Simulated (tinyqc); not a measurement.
## Tunnelling through a two-layer gate stack, WKB transmission and Tsu-Esaki current: effect of temperature

Electrons leave the emitter at x = 0. Energies E (motion across the layers) are in eV from the emitter Fermi level; the collector Fermi level lies at -V and offers states at every E. No charge in the dielectric and no image force: F1 = V/(t1 + t2 eps1/eps2), F2 = F1 eps1/eps2; U = phi1 - F1 x in layer 1 and phi2 - F1 t1 - F2 (x - t1) in layer 2. With C = hbar^2/(2 m0), kappa = sqrt(m (U - E)/C) where U > E and 0 elsewhere; T(E) = exp(-S), S = 2 times the integral of kappa over x.

Each layer adds (2/F) sqrt(m/C) [G(u at its left edge) - G(u at its right edge)] to S, with u = U - E (0 where negative) and G(u) = (2/3) u^1.5. J = J0 times the integral of T(E) N(E) dE, N = ln[(1 + exp(-E/Vt))/(1 + exp((-E - V)/Vt))], J0 = q^2 me m0 kB T/(2 pi^2 hbar^3) (times 1e-4 for A/cm^2 per eV), from E = -Ef to far above the barrier (T = 1 there), by quadrature converged to the digits shown.

Values chosen for this exercise; layer 1 close to silicon dioxide, layer 2 close to zirconium oxide:
- Ef = 0.4 eV (Fermi energy of the emitter above its band bottom)
- me = 0.9 m0 (emitter mass in the supply function)
- phi1 = 3 eV (barrier of layer 1 above the emitter Fermi level at zero bias)
- m1 = 0.52 m0 (tunnelling mass of layer 1)
- t1 = 0.6 nm (thickness of layer 1)
- eps1 = 3.96 (relative permittivity of layer 1)
- phi2 = 1.39 eV (barrier of layer 2 at zero bias)
- m2 = 0.25 m0 (tunnelling mass of layer 2)
- t2 = 3 nm (thickness of layer 2)
- eps2 = 25.2 (relative permittivity of layer 2)
- V = 1 V (voltage across the dielectric)

Constants: q = 1.602176634e-19 C, kB = 1.380649e-23 J/K, hbar = 1.054571817e-34 J s, m0 = 9.1093837015e-31 kg, Vt = kB T/q, hbar^2/(2 m0) = 0.0380998212 eV nm^2. Results are converted to the units shown.

Result of one run:
```
J (A/cm^2)  mean E of the current (eV)
0.8419                        -0.06457
```

Which temperature T gave this result: 200, 300, 400, 500 or 750 K?

T = 500 K.

The whole series:
```
T (K)  J (A/cm^2)  mean E of the current (eV)
50         0.5332                     -0.1670
100        0.5391                     -0.1651
200        0.5640                     -0.1574
300        0.6100                     -0.1434
400        0.6880                     -0.1196
500        0.8419                    -0.06457
600         1.320                      0.1051
750         5.739                      0.4914
```

Between 50 and 300 K the current changes by a factor of 1.14, and between 300 and 750 K by 9.41; the mean energy of the current rises from -0.167 to 0.491 eV. The transmission grows by a factor e over d = 0.0881 eV near E = 0, equal to kB T/q at 1020 K: far below that temperature the thermal tail adds little. In every row a layer is thinner than 0.8 nm, a few atomic planes, where an effective mass is a rough description.

Program tinyqc, `OMP_NUM_THREADS=1 python tinyqc.py 2540123 2540124 out.jsonl`; Intel Xeon 2.30GHz, shared host, one thread, about 0.05 s.
